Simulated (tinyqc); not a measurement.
Inside a calculation. Method: CCD on RHF in the 6-31g basis, for H3-, spin multiplicity 1. The basis has no diffuse functions, so it cannot describe the extra electron: this is an exercise in the method, not the real anion. One step of it, computed by the program tinyqc.

Task: CCD: starting amplitudes. t_ij^ab = <ij||ab> / (e_i + e_j - e_a - e_b), whose energy is MP2.

orbital energies (hartree): [-0.252923, -0.006055, 0.535884, 1.292716, 1.404886, 1.502813]

Two-electron integrals over orbitals (pq|rs), unique and non-zero (hartree):
```
(11|11) 0.474899    (21|21) 0.122325    (22|11) 0.395787    (22|22) 0.398178
(31|11) 0.076420    (31|22) -0.001804   (31|31) 0.075176    (32|21) -0.079937
(32|32) 0.076790    (33|11) 0.384256    (33|22) 0.345962    (33|31) 0.036718
(33|33) 0.349247    (41|11) 0.074579    (41|22) 0.067082    (41|31) 0.007196
(41|33) 0.047415    (41|41) 0.055883    (42|21) 0.056249    (42|32) -0.030804
(42|42) 0.055736    (43|11) -0.012367   (43|22) -0.026214   (43|31) 0.012282
(43|33) -0.003222   (43|41) -0.003694   (43|43) 0.021197    (44|11) 0.425474
(44|22) 0.390543    (44|31) 0.035065    (44|33) 0.350594    (44|41) 0.077360
(44|43) -0.028458   (44|44) 0.425200    (51|21) 0.052383    (51|32) -0.025710
(51|42) 0.051385    (51|51) 0.048143    (52|11) 0.083729    (52|22) 0.087225
(52|31) -0.002335   (52|33) 0.044594    (52|41) 0.056288    (52|43) -0.023861
(52|44) 0.101884    (52|52) 0.077267    (53|21) -0.004262   (53|32) -0.008802
(53|42) -0.022651   (53|51) -0.021371   (53|53) 0.021802    (54|21) 0.137371
(54|32) -0.091382   (54|42) 0.083638    (54|51) 0.077813    (54|53) -0.016597
(54|54) 0.184150    (55|11) 0.397407    (55|22) 0.408581    (55|31) -0.009253
(55|33) 0.338274    (55|41) 0.090448    (55|43) -0.037352   (55|44) 0.423682
(55|52) 0.122327    (55|55) 0.460461    (61|11) -0.038258   (61|22) 0.020464
(61|31) -0.055300   (61|33) -0.033674   (61|41) -0.008396   (61|43) -0.032192
(61|44) 0.003556    (61|52) 0.024483    (61|55) 0.038895    (61|61) 0.078633
(62|21) 0.048248    (62|32) -0.022705   (62|42) 0.039555    (62|51) 0.037899
(62|53) -0.019012   (62|54) 0.067836    (62|62) 0.035542    (63|11) -0.114810
(63|22) -0.053714   (63|31) -0.058775   (63|33) -0.067836   (63|41) -0.046913
(63|43) -0.008504   (63|44) -0.085524   (63|52) -0.037048   (63|55) -0.059238
(63|61) 0.052958    (63|63) 0.084837    (64|11) -0.030577   (64|22) 0.038036
(64|31) -0.065272   (64|33) -0.018055   (64|41) 0.016725    (64|43) -0.026392
(64|44) 0.014612    (64|52) 0.041172    (64|55) 0.069857    (64|61) 0.070314
(64|63) 0.042678    (64|64) 0.090029    (65|21) 0.092778    (65|32) -0.067304
(65|42) 0.059926    (65|51) 0.054996    (65|53) -0.009175   (65|54) 0.126529
(65|62) 0.044545    (65|65) 0.091155    (66|11) 0.499421    (66|22) 0.384380
(66|31) 0.110678    (66|33) 0.407759    (66|41) 0.101651    (66|43) 0.012414
(66|44) 0.442824    (66|52) 0.084292    (66|55) 0.394434    (66|61) -0.100517
(66|63) -0.168548   (66|64) -0.078428   (66|66) 0.608172
```

Give: Starting amplitudes; correlation energy.

Result:

Starting amplitudes (spin orbitals 1a, 1b, ...; amplitudes related by a flip of all spins are not repeated):
```
from      to          t
2a 2b  3a 3b     -0.071
1a 1b  3a 3b     -0.048
2a 2b  5a 5b     -0.027
1a 1b  6a 6b     -0.022
1a 1b  3a 6b      0.022
2a 2b  4a 4b     -0.021
1a 2b  4a 5b     -0.019
1a 1b  4a 4b     -0.018
1a 2b  4b 5a      0.017
2a 2b  3a 4b      0.017
1a 1b  5a 5b     -0.015
2a 2b  4a 6b     -0.014
1a 2b  5a 6b     -0.012
2a 2b  6a 6b     -0.012
1a 2b  3b 5a     -0.012
2a 2b  3a 6b      0.011
1a 2a  3a 5a     -0.011
1a 2b  5b 6a      0.008
1a 2a  5a 6a  -4.24e-03
1a 1b  3a 4b  -3.08e-03
1a 1b  4a 6b   2.54e-03
1a 2a  4a 5a  -1.66e-03
1a 2b  3a 5b   1.06e-03
```

correlation energy = -0.02781 hartree
